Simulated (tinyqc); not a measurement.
# Changing the target area A_t

Model: Berg model of reactive sputtering of a nitride or oxide: poisoning, hysteresis and pumping speed. Computed by tinyqc, a small Python program. Command: `OMP_NUM_THREADS=1 python tinyqc.py 3030393 3030394 out.jsonl berg sweep`. One thread of a shared host (Intel(R) Xeon(R) Processor @ 2.30GHz), about 0.02 s of CPU time with the checks.

A diatomic gas reacts with bare metal on the target and on the collecting surfaces; ions remove metal and compound from the target. theta_t and theta_c are the compound fractions.

Inputs (values chosen for the exercise, close to those used for tantalum nitride):
```
quantity                          value     unit
ion current density J                19  mA/cm^2
collecting area A_c                1200     cm^2
metal yield Y_m                    0.52        -
compound yield Y_c                 0.21        -
sticking coefficient alpha         0.21        -
reactive atoms per metal atom z       1        -
gas mass M                           28        u
pumping speed S                    1100      l/s
gas temperature T                   300        K
reactive partial pressure P      0.0053       Pa
```

Constants: e = 1.602176634e-19 C; u = 1.6605390666e-27 kg; k_B = 1.380649e-23 J/K.

Method. Ion flux j = J/e; gas flux F = P/sqrt(2 pi M k_B T). Target: (2/z) alpha F (1 - theta_t) = j Y_c theta_t. Sputtered flows F_c = j Y_c theta_t A_t, F_m = j Y_m (1 - theta_t) A_t. Collector: (2/z) alpha F (1 - theta_c) A_c + F_c (1 - theta_c) = F_m theta_c. Gas use Q = alpha F [(1 - theta_t) A_t + (1 - theta_c) A_c] + P S/(k_B T); 1 sccm = 4.4780e17 molecules/s. Rate R = F_m + F_c, given relative to j Y_m A_t. P is a single-valued function of the flow Q only if dQ/dP > 0 everywhere: S must exceed k_B T times the steepest fall of the surface terms with P.

One run for each value:
```
target area A_t (cm^2)  critical pumping speed (l/s)  theta_c  total flow Q (sccm)
5.0                                            7.964  0.96914                3.436
9.9                                           12.605  0.94088                3.706
20.0                                          19.061  0.88802                4.217
39.0                                          26.428  0.80458                5.041
77.0                                          34.156  0.68118                6.315
150.0                                         40.392  0.53429                7.989
600.0                                         42.478  0.26721               12.837
```

Give the missing row, target area A_t (cm^2) = 300.0.

Computed row:
```
target area A_t (cm^2)  critical pumping speed (l/s)  theta_c  total flow Q (sccm)
300.0                                         43.670  0.38481               10.123
```

Interpolating between the two neighbouring rows (the first column on a logarithmic scale, the others too where they are positive) misses most in critical pumping speed (l/s), by 5.1 %. Over the rows, critical pumping speed (l/s) goes from 7.96 through a maximum among these rows, 43.7 at 300, to 42.5; theta_c falls from 0.969 to 0.267 (exponent d ln y / d ln x -0.043 between the first rows and -0.53 between the last); total flow Q (sccm) rises from 3.44 to 12.8 (exponent d ln y / d ln x 0.11 between the first rows and 0.34 between the last).

Extremes, crossings and ranges named in words are read from the listed rows.
